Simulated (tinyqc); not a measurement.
Optical transitions of a finite quantum well: sweeps and comparisons. A value that a table varies takes the place of the one given here.

Each carrier sees a square well of width L with its own depth V and masses m (inside), mb (outside); c = hbar^2/2m0, k = sqrt(m E/c), kappa = sqrt(mb (V - E)/c), and level n solves k L + 2 atan[(k/m)/(kappa/mb)] = n pi. The envelope is cos(kz) for odd n and sin(kz) for even n inside, joins exp(-kappa (|z| - L/2)) outside, and is normalised to 1. Excitons and band mixing are left out.

Constants: hbar^2/2m0 = 3.80998211 eV angstrom^2; e^2/(4 pi eps0) = 14.39964547 eV angstrom; hc = 1239.841984 eV nm.

Parameters, chosen for this exercise (near those of a GaAs well in AlGaAs; the results hold for these values, not for the real material): L = 132 angstrom (well width); Vc = 0.243 eV (conduction offset); me = 0.0659 m0 (electron, well); meb = 0.0919 m0 (electron, barrier); eps = 11.3 (background dielectric constant); Nss = (0.059, 0.15, 0.29, 0.59, 0.89, 1.2, 1.8) x 1e12/cm^2 (sheet densities); Eg = 1.5 eV (gap of the well); Vv = 0.129 eV (valence offset); mh = 0.351 m0 (heavy hole along z, well); mhb = 0.401 m0 (heavy hole, barrier); ml = 0.0892 m0 (light hole along z, well); mlb = 0.11 m0 (light hole, barrier); Ls = (27, 42, 54, 69, 87, 123, 158) angstrom (widths).

## Depolarisation shift

The collective line lies at E12 sqrt(1 + a), a = 8 pi q (n1 - n2) S/(eps E12), q = e^2/(4 pi eps0), S = integral over z of (integral up to z of psi_1 psi_2)^2. Zero temperature with the mass me in both subbands: n1 - n2 = Ns until Ns reaches D E12, D = me/(2 pi c), and D E12 beyond. 1e12/cm^2 = 1e-4/angstrom^2; exchange and the static band bending by the charge are left out.

Line position:

| Ns (1e12/cm^2) | n1 - n2 | a | line (meV) | shift (meV) |
|---|---|---|---|---|
| 0.059 | 0.059 | 0.0300 | 60.57 | 0.89 |
| 0.15 | 0.150 | 0.0764 | 61.92 | 2.24 |
| 0.29 | 0.290 | 0.1476 | 63.93 | 4.25 |
| 0.59 | 0.590 | 0.3004 | 68.06 | 8.37 |
| 0.89 | 0.890 | 0.4531 | 71.94 | 12.26 |
| 1.2 | 1.200 | 0.6109 | 75.75 | 16.07 |
| 1.8 | 1.643 | 0.8364 | 80.87 | 21.19 |

S = 9.486 angstrom
E12 = 59.68 meV

How do the results move?

The upward shift grows from 0.89 to 21.19 meV, 35.5 % of E12 at most. It stops moving once e2 starts to fill, at Ns = 1.64 e12/cm^2. For small a the shift is a E12/2, linear in Ns; in the last row that rule gives 24.96 meV. S/L = 0.0719, against 5/(9 pi^2) = 0.0563 for hard walls.

## Width of the well

Edge wavelength hc/(Eg + e1 + hh1), squared e1-hh1 overlap, lh1 - hh1, and the 1-2 intersubband energy with f_12 = (m1/c) E12 z_12^2, 1/m1 = <1|1/m|1> (dash: e2 unbound).

Results:

| L (angstrom) | edge (nm) | overlap^2 | lh1 - hh1 (meV) | E12 (meV) | f_12 |
|---|---|---|---|---|---|
| 27 | 737.4 | 0.9365 | 35.5 | - | - |
| 42 | 766.1 | 0.9592 | 31.0 | - | - |
| 54 | 780.5 | 0.9692 | 26.1 | 166.4 | 0.726 |
| 69 | 792.5 | 0.9770 | 20.9 | 140.4 | 0.972 |
| 87 | 801.6 | 0.9829 | 16.2 | 107.7 | 0.983 |
| 123 | 811.6 | 0.9894 | 10.4 | 66.4 | 0.973 |
| 158 | 816.5 | 0.9927 | 7.3 | 45.0 | 0.967 |

How do the results move?

The edge tunes from 737 to 817 nm, towards hc/Eg = 827 nm, while the overlap goes from 0.936 to 0.993. e2 binds at L = pi sqrt(c/(me Vc)) = 48.5 angstrom; f_12 starts from zero there and is 0.726 at 54 angstrom, the rest going to the continuum; among the widths listed it peaks at 0.983 (87 angstrom) and is 0.967 in the widest well, against 0.961 for hard walls.

## What each parameter does

Edge wavelength hc/(Eg + e1 + hh1), squared overlap of e1 and hh1, and the confinement energies. Each row changes one parameter from the base and keeps the others.

Results:

| case | edge (nm) | overlap^2 | e1 (meV) | hh1 (meV) |
|---|---|---|---|---|
| base | 813.1 | 0.9905 | 20.1 | 4.7 |
| L = 119 angstrom | 810.8 | 0.9889 | 23.6 | 5.6 |
| Eg = 1.53 eV | 797.5 | 0.9905 | 20.1 | 4.7 |
| Vc = 0.207 eV | 813.5 | 0.9868 | 19.4 | 4.7 |
| Vv = 0.155 eV | 813.1 | 0.9880 | 20.1 | 4.8 |
| me = 0.0725 m0 | 813.7 | 0.9929 | 19.0 | 4.7 |
| mh = 0.298 m0 | 812.8 | 0.9935 | 20.1 | 5.2 |
| meb = 0.1103 m0 | 813.5 | 0.9889 | 19.3 | 4.7 |

What can be read from the table?

The largest shifts from the base row, up to three for each result and ties (the steps differ in size, so this ranks the rows, not the parameters). edge (nm): Eg -15.7, L -2.3, me +0.6; unchanged at the printed digits by Vv. overlap^2: Vc -0.0037, mh +0.0031, Vv -0.0025, me +0.0025; unchanged at the printed digits by Eg. e1 (meV): L +3.5, me -1.1, meb -0.7, Vc -0.7; unchanged at the printed digits by Eg, Vv and mh. hh1 (meV): L +0.9, mh +0.6, Vv +0.1; unchanged at the printed digits by Eg, Vc, me and meb.

tinyqc: `OMP_NUM_THREADS=1 python tinyqc.py 1251870 1251871 out.jsonl`; about 0.4 s, one thread, shared Intel(R) Xeon(R) Processor @ 2.30GHz.
